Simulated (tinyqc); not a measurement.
Three-level Kane dispersion of a narrow-gap semiconductor, step by step. Values are carried at full precision from step to step, so a last printed digit may differ when a step is redone from the rounded ones.

Zero of energy at Gamma8, c = hbar^2/2m0, P^2 = Ep c. The free-electron term and remote bands are left out, so the heavy holes are flat at E = 0 and the other three bands obey E (E - Eg)(E + Dso) = P^2 k^2 (E + 2 Dso/3). The conduction band is the highest root; its edge is Ec = max(Eg, 0).

Constants: hbar^2/2m0 = 3.80998211 eV angstrom^2; hbar = 6.58211957e-16 eV s; e^2/(4 pi eps0) = 14.39964547 eV angstrom; muB = 5.788381798e-05 eV/T.

Parameters, chosen for this exercise (near those of GaSb; shifted at random, so the results belong to these values and not to a real crystal): Eg = 0.805 eV (E(Gamma6) - E(Gamma8)); Dso = 0.73 eV (spin-orbit splitting); Ep = 26.5 eV (Kane energy); k = 0.007 1/angstrom (wave vector); n = 1e+16 cm^-3 (electron density); eps = 14.3 (high-frequency dielectric constant); B = 4.8 T (magnetic field).

## The three bands at one k

Expand the equation into E^3 + a2 E^2 + a1 E + a0 = 0 and give its roots; compare with the two-level form (Dso to infinity) E = Eg/2 +/- sqrt(Eg^2/4 + (2/3) P^2 k^2).

P^2 k^2 = 0.004947 eV^2

a2, a1, a0: -0.075000  -0.592597  -0.002408

roots (eV): -0.7311  -0.0041  0.8101

two-level form (eV): -0.0041  0.8091

The two-level form misses the highest root by -1.1 meV. The order is normal: Gamma6 forms the conduction band.

## Mass at the edge and limiting velocity

m0* = Eg (Eg + Dso)/(Ep (Eg + 2 Dso/3)). In the two-level form the velocity tends to v = sqrt(2/3) P/hbar, and |Eg| = 2 m v^2 with m = 3 |Eg|/(2 Ep), as for a relativistic particle. 1 angstrom = 1e-10 m.

m0* = 0.03610 m0
P = 10.0481 eV angstrom
v = 1.246e+06 m/s
k at which the linear part sets in, |Eg|/(2 hbar v) = 0.04906 1/angstrom

## Fermi level and mass at a given density

Degenerate electrons at T = 0: kF = (3 pi^2 n)^(1/3), 1 cm^-3 = 1e-24 angstrom^-3; EF is the highest root at kF. The momentum (cyclotron, optical) mass is m(E) = hbar^2 k/(dE/dk) = c d(k^2)/dE with d(k^2)/dE = k^2 [1/E + 1/(E - Eg) + 1/(E + Dso) - 1/(E + 2 Dso/3)]; the density of states is k d(k^2)/dE/(2 pi^2).

Edge mass m0* = Eg (Eg + Dso)/(Ep (Eg + 2 Dso/3)).

Compare EF - Ec with the parabolic value c kF^2/m0*.

kF = 0.00667 1/angstrom
EF - Ec = 0.0047 eV
parabolic value = 0.0047 eV
m(EF) = 0.03648 m0
m(EF)/m0* = 1.010
density of states at EF = 3.233e+18 1/(eV cm^3)

The parabola overstates EF - Ec by a factor of 1.01; (EF - Ec)/|Eg| = 0.01, and the two-level rule 1 + 2 (EF - Ec)/|Eg| = 1.012 estimates the mass ratio.

## Plasma and cyclotron energies

hbar wp = sqrt(8 pi c (e^2/4 pi eps0) n/(eps m)), hbar wc = 2 muB B/m (classical limit), with m = m(EF) and, for comparison, the edge mass; n in angstrom^-3.

hbar wp with m(EF), with m0* (meV): 5.14  5.17

hbar wc with m(EF), with m0* (meV): 15.23  15.39

hbar wc is not small against EF - Ec = 4.7 meV, so only the lowest Landau level or two are filled: this is the quantum limit, where the classical value fails.

## Checks

- Roots of the cubic against the 8 x 8 Kane matrix without remote terms: they agree to 1e-10 or better.
- m(E) near the edge against m0*: both 0.03610.

tinyqc: `OMP_NUM_THREADS=1 python tinyqc.py 1080221 1080222 out.jsonl`; about 0.01 s, one thread, shared Intel(R) Xeon(R) Processor @ 2.30GHz.
